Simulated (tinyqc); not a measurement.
Inside a calculation. Model: cluster expansion of a binary alloy: correlations, fit, cross-validation and ground states. Computed by tinyqc, a small Python program that keeps every step. Command: `OMP_NUM_THREADS=1 python tinyqc.py 3014642 3014643 out.jsonl clex walk`. One thread of a shared host (Intel(R) Xeon(R) Processor @ 2.30GHz), about 0.1 s of CPU time with the checks. Intermediate numbers are printed to about 5 digits and carried at full precision; extremes and crossings named in words are read from the listed rows.

s = +1 for A and -1 for B. Energy per site E = J0 + J1 P(point) + sum over clusters of m V P, with P the mean product of spins; V > 0 on a pair favours unlike neighbours. Clusters per site m: pair 1 6, pair 2 3, pair 3 12, triplet 8; the triplet is the triangle of first neighbours. Formation energies are counted from the line between pure A and pure B, which removes J0 and J1.

Inputs (values chosen for the exercise, for a model alloy): first-pair interaction V1 = 8.31 meV; second-pair interaction V2 = 2.4 meV; third-pair interaction V3 = -1 meV; triplet interaction Vt = 0.58 meV; noise amplitude = 3 meV/site; temperature T = 350 K; fraction x of B = 0.47.

Lattice: fcc.

Constants: k_B = 8.617333262e-05 eV/K.

## Design matrix

correlations P, counted on periodic cells, rows A, A3B L1_2, A3B D0_22, A3B (001) layers, A2B (001) layers, AB L1_0, AB L1_1, A2B2 (001) layers, AB2 (001) layers, AB3 L1_2, AB3 D0_22, AB3 (001) layers, B, columns point, pair 1, pair 2, pair 3, triplet:
$$\begin{pmatrix}
1.0000 & 1.0000 & 1.0000 & 1.0000 & 1.0000 \\
0.5000 & 0.0000 & 1.0000 & 0.0000 & -0.5000 \\
0.5000 & 0.0000 & 0.6667 & 0.3333 & -0.5000 \\
0.5000 & 0.3333 & 0.6667 & 0.0000 & 0.5000 \\
0.3333 & 0.1111 & 0.5556 & -0.3333 & 0.3333 \\
0.0000 & -0.3333 & 1.0000 & -0.3333 & 0.0000 \\
0.0000 & 0.0000 & -1.0000 & 0.0000 & 0.0000 \\
0.0000 & 0.3333 & 0.3333 & -0.3333 & 0.0000 \\
-0.3333 & 0.1111 & 0.5556 & -0.3333 & -0.3333 \\
-0.5000 & 0.0000 & 1.0000 & 0.0000 & 0.5000 \\
-0.5000 & 0.0000 & 0.6667 & 0.3333 & 0.5000 \\
-0.5000 & 0.3333 & 0.6667 & 0.0000 & -0.5000 \\
-1.0000 & 1.0000 & 1.0000 & 1.0000 & -1.0000
\end{pmatrix}$$

Design matrix of formation energies: m (P - 1) for pairs and m (P(triplet) - P(point)) for the triplet; x = (1 - P(point))/2.

X, rows A, A3B L1_2, A3B D0_22, A3B (001) layers, A2B (001) layers, AB L1_0, AB L1_1, A2B2 (001) layers, AB2 (001) layers, AB3 L1_2, AB3 D0_22, AB3 (001) layers, B, columns pair 1, pair 2, pair 3, triplet:
$$\begin{pmatrix}
0.000 & 0.000 & 0.000 & 0.000 \\
-6.000 & 0.000 & -12.000 & -8.000 \\
-6.000 & -1.000 & -8.000 & -8.000 \\
-4.000 & -1.000 & -12.000 & 0.000 \\
-5.333 & -1.333 & -16.000 & 0.000 \\
-8.000 & 0.000 & -16.000 & 0.000 \\
-6.000 & -6.000 & -12.000 & 0.000 \\
-4.000 & -2.000 & -16.000 & 0.000 \\
-5.333 & -1.333 & -16.000 & 0.000 \\
-6.000 & 0.000 & -12.000 & 8.000 \\
-6.000 & -1.000 & -8.000 & 8.000 \\
-4.000 & -1.000 & -12.000 & 0.000 \\
0.000 & 0.000 & 0.000 & 0.000
\end{pmatrix}$$

## Formation energies

standard normal numbers for the noise (0 for the pure ends): A 0.000, A3B L1_2 -0.185, A3B D0_22 -0.879, A3B (001) layers 0.051, A2B (001) layers 0.588, AB L1_0 -0.815, AB L1_1 0.500, A2B2 (001) layers -0.238, AB2 (001) layers -1.087, AB3 L1_2 0.417, AB3 D0_22 -0.380, AB3 (001) layers 0.366, B 0.000

Exact: X V with V = (V1, V2, V3, Vt). The data to fit add the noise amplitude times the normal numbers, standing for what the clusters leave out.

exact energies (meV/site): A 0.00, A3B L1_2 -42.50, A3B D0_22 -48.90, A3B (001) layers -23.64, A2B (001) layers -31.52, AB L1_0 -50.48, AB L1_1 -52.26, A2B2 (001) layers -22.04, AB2 (001) layers -31.52, AB3 L1_2 -33.22, AB3 D0_22 -39.62, AB3 (001) layers -23.64, B 0.00

data (meV/site): A 0.000, A3B L1_2 -43.055, A3B D0_22 -51.537, A3B (001) layers -23.487, A2B (001) layers -29.756, AB L1_0 -52.925, AB L1_1 -50.760, A2B2 (001) layers -22.754, AB2 (001) layers -34.781, AB3 L1_2 -31.969, AB3 D0_22 -40.760, AB3 (001) layers -22.542, B 0.000

## Normal equations for V1, V2, Vt

Leave out pair 3: A = X^T X and b = X^T E (E being the data with noise) over these three columns; solve A V = b. The root-mean-square error runs over the structures between the pure ends.

matrix A, rows V1, V2, Vt:
$$\begin{pmatrix}
348.89 & 78.22 & 0.00 \\
78.22 & 47.56 & 0.00 \\
0.00 & 0.00 & 256.00
\end{pmatrix}$$

b (meV): [2351.2, 574.4, 174.9]

fitted V1, V2, Vt (meV): [6.3859, 1.5755, 0.6832]

root-mean-square error of the three-cluster fit = 4.3094 meV/site

The fit misses V1 by -1.92, V2 by -0.82 and Vt by +0.10 meV; the omitted V3 = -1 meV and the noise shift the fitted values.

## Which clusters to keep

For each set, H = X (X^T X)^-1 X^T over the structures between the ends; residual e = E - H E; leave-one-out error e_i/(1 - H_ii); both as root mean squares.

Fits:
```
clusters     fit error (meV/site)  leave-one-out error (meV/site)  largest H_ii
V1                         6.0173                          6.6472       0.18344
V1 V2                      5.4254                          7.9223       0.82499
V1 V3                      4.9136                          5.8946       0.34839
V1 V2 Vt                   4.3094                          7.5255       0.82499
V1 Vt                      5.0343                          6.2665       0.35318
V1 V2 V3                   3.6021                          4.9063       0.89605
V1 V3 Vt                   3.6442                          4.6781       0.51586
V1 V2 V3 Vt                1.4531                          2.6802       0.89605
```

leave-one-out error without pair 3 = 7.5255 meV/site

leave-one-out error with all four = 2.6802 meV/site

The fit error can only fall as clusters are added, to 1.45 meV with all four. The leave-one-out error is least for V1 V2 V3 Vt (2.68 meV): dropping V2, V3 or Vt makes prediction worse at this noise.

## Ground states by the convex hull

Height above the hull = E less the lowest straight line between two structures that bracket x (or the lowest structure at the same x). The three-term fit is X V with the fitted values.

Hull among these structures (meV/site):
```
structure               x  exact E  above hull  fitted E  above hull, fit
A                  0.0000     0.00       0.000     0.000            0.000
A3B L1_2           0.2500   -42.50       6.400   -43.781            1.575
A3B D0_22          0.2500   -48.90       0.000   -45.357            0.000
A3B (001) layers   0.2500   -23.64      25.260   -27.119           18.238
A2B (001) layers   0.3333   -31.52      18.500   -36.159           11.108
AB L1_0            0.5000   -50.48       1.780   -51.087            0.000
AB L1_1            0.5000   -52.26       0.000   -47.768            3.319
A2B2 (001) layers  0.5000   -22.04      30.220   -28.695           22.393
AB2 (001) layers   0.6667   -31.52      12.313   -36.159            3.820
AB3 L1_2           0.7500   -33.22       6.400   -32.850            1.575
AB3 D0_22          0.7500   -39.62       0.000   -34.425            0.000
AB3 (001) layers   0.7500   -23.64      15.980   -27.119            7.306
B                  1.0000     0.00       0.000     0.000            0.000
```

lowest exact formation energy = -52.26 meV/site

On the exact hull: A, A3B D0_22, AB L1_1, AB3 D0_22, B. The fit finds A, A3B D0_22, AB L1_0, AB3 D0_22, B instead; its root-mean-square error is 4.31 meV. A structure at zero height may lie on a tie line without being a vertex, and structures outside this list could lie lower.

## The random alloy and its short-range order

Random alloy: P(pair) = p^2, P(triplet) = p^3, p = 1 - 2x, so H_mix = (p^2 - 1) sum m V(pairs) + (p^3 - p) m Vt; G_mix = H_mix + k_B T [x ln x + (1 - x) ln(1 - x)]. To first order in 1/T the Warren-Cowley parameter of shell 1 is alpha_1 = -(1 - p^2) V_eff/(k_B T), V_eff = V1 + (number of triplets on a first-neighbour bond) p Vt, that number being 4.

mixing enthalpy H_mix = -45.175 meV/site

mixing free energy G_mix = -66.027 meV/site

alpha_1 = -0.27913

alpha_1 < 0: unlike neighbours are preferred. Caution: so large an alpha_1 is beyond the first-order expansion.

Checks made by the program: leave-one-out formula against refits (relative difference below 1e-10).
